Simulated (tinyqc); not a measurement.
# Surface potential of a MOS transistor: implicit equation and explicit approximations: two studies

p-type body, charge-sheet picture, depletion and inversion only, full ionisation (an idealisation for deep acceptors), Boltzmann statistics (rough once Na exp(x - xn) passes about Nc/7). In units of Vt: xg = (Vg - Vfb)/Vt, x = psi/Vt, G = gamma/sqrt(Vt), xn = (2 phiF + Vc)/Vt. The implicit equation is (xg - x)^2 = G^2 [x - 1 + exp(x - xn)] for x above about 3. Cox = eps0 eox/tox.

Parameters, values chosen for the exercise; band and dielectric values close to those of silicon: temperature T = 300 K; band gap Eg = 1.12 eV; relative permittivity eps_r = 11.6; conduction-band density of states at T Nc = 2.79e19 cm^-3; valence-band density of states at T Nv = 2.64e19 cm^-3; relative permittivity of the gate insulator (close to aluminium oxide) eox = 8.92; insulator thickness tox = 17 nm; acceptor density Na = 1.8e16 cm^-3; flat-band voltage Vfb = -0.86 V; channel-body voltage Vc = 0 V; gate-body voltage Vg = 0.78 V.

Constants: q = 1.602176634e-19 C, kB = 1.380649e-23 J/K, Vt = kB T/q, eps0 = 8.8541878128e-14 F/cm where lengths are in cm. Results are converted to the units shown.

Each table varies one quantity; the others keep the values above.

## Accuracy of the approximations against gate voltage

ni = sqrt(Nc Nv) exp(-Eg/(2 Vt)), Eg in volts; phiF = Vt ln(Na/ni); gamma = sqrt(2 q eps0 eps_r Na)/Cox; VT = Vfb + Vt (xn + G sqrt(xn - 1)). Depletion value a = 1 + [sqrt(G^2/4 + xg - 1) - G/2]^2; inversion value b = xn + ln[(xg - xn)^2/G^2 - xn + 1] and first guess y = min(a, b) - ln(1 + exp(-|a - b|)) if a > xn + 1, else b = y = a; one second-order correction with D = exp(y - xn), p = 2 (xg - y) + G^2 (1 + D), w = (xg - y)^2 - G^2 (y - 1 + D): z = y + 2 w/(p + sqrt(p^2 - 2 (2 - G^2 D) w)), or the Newton step z = y + w/p where the root is not real. N_inv = (Cox Vt G/q) [sqrt(x - 1 + exp(x - xn)) - sqrt(x - 1)] at the root. Lambert form (Cox m Vt/q) W0[(G/(2 m sqrt(xn - 1))) exp((Vg - VT)/(m Vt))], m = 1 + G/(2 sqrt(xn - 1)). Errors under 1e-4 mV, and the linear form below VT, are printed as 0.

Accuracy of the approximations against gate voltage:
```
Vg (V)	psi (V)	x - xn	error of y (mV)	error of z (mV)	N_inv (cm^-2)	Cox (Vg - VT)/q (cm^-2)	Lambert form (cm^-2)
-0.38	0.3812	-13.94	0	0	9198	0	5225
-0.18	0.5590	-7.063	2.26e-3	0	7.284e6	0	6.002e6
0.02	0.7380	-0.1396	1.99	-1.49e-4	6.350e9	0	6.381e9
0.22	0.8419	3.878	23.4	6.87	2.565e11	5.748e11	2.762e11
0.42	0.8779	5.272	17.3	-3.16	7.225e11	1.155e12	7.716e11
0.62	0.8991	6.091	13.4	-1.00	1.236e12	1.735e12	1.308e12
0.82	0.9142	6.675	11.0	-0.493	1.768e12	2.315e12	1.859e12
1.02	0.9259	7.129	9.45	-0.288	2.311e12	2.895e12	2.417e12
1.22	0.9355	7.501	8.31	-0.186	2.860e12	3.475e12	2.980e12
```

What does the comparison show?

psi rises from 0.381 to 0.936 V and ends 7.5 Vt above 2 phiF + Vc. Among the rows the first guess is off by at most 23 mV (at Vg = 0.22 V) and the corrected value by at most 6.9 mV. In the last row the linear form is 21 % above N_inv and the Lambert form 4.2 % above it; in the first row the Lambert form is 43 % below it. For Vg = 0.62, 0.82, 1.02, 1.22 the electron quasi-Fermi level lies less than 2 Vt below the band edge at the surface, or above it, where degeneracy and confinement, left out, matter.

## Effect of the insulator thickness at fixed gate voltage

Same model as above.

Results:
```
tox (nm)	psi (V)	x - xn	error of y (mV)	error of z (mV)	N_inv (cm^-2)	Cox (Vg - VT)/q (cm^-2)	Lambert form (cm^-2)
5.7	0.96507	8.6437	14.9	-1.64	5.3714e12	7.3631e12	5.8215e12
7.8	0.94987	8.0560	13.8	-1.18	3.8997e12	5.2713e12	4.1878e12
11	0.93309	7.4067	12.7	-0.836	2.7104e12	3.6196e12	2.8837e12
20	0.90323	6.2515	11.0	-0.488	1.3660e12	1.8079e12	1.4331e12
27	0.88756	5.6454	10.4	-0.396	9.2783e11	1.2338e12	9.6757e11
37	0.87004	4.9679	10.1	-0.353	5.8443e11	7.9050e11	6.0608e11
51	0.84988	4.1879	10.4	-0.389	3.2763e11	4.6193e11	3.3811e11
```

Estimate the missing row, tox = 15 nm.

Computed row:
```
tox (nm)	psi (V)	x - xn	error of y (mV)	error of z (mV)	N_inv (cm^-2)	Cox (Vg - VT)/q (cm^-2)	Lambert form (cm^-2)
15	0.91775	6.8132	11.8	-0.624	1.9199e12	2.5460e12	2.0272e12
```

With this row back in the table: As tox goes from 5.7 to 51, psi falls from 0.965 to 0.850 V, x - xn falls from 8.64 to 4.19 and N_inv falls from 5.37e12 to 3.28e11 cm^-2. The Lambert form lies between 1.03 and 1.08 times N_inv. For tox = 5.7, 7.8, 11, 15, 20, 27 the electron quasi-Fermi level lies less than 2 Vt below the band edge at the surface, or above it, where degeneracy and confinement, left out, matter.

Numbers from tinyqc (`OMP_NUM_THREADS=1 python tinyqc.py 2122226 2122227 out.jsonl`; about 0.01 s on one thread of a shared Intel Xeon 2.30GHz).
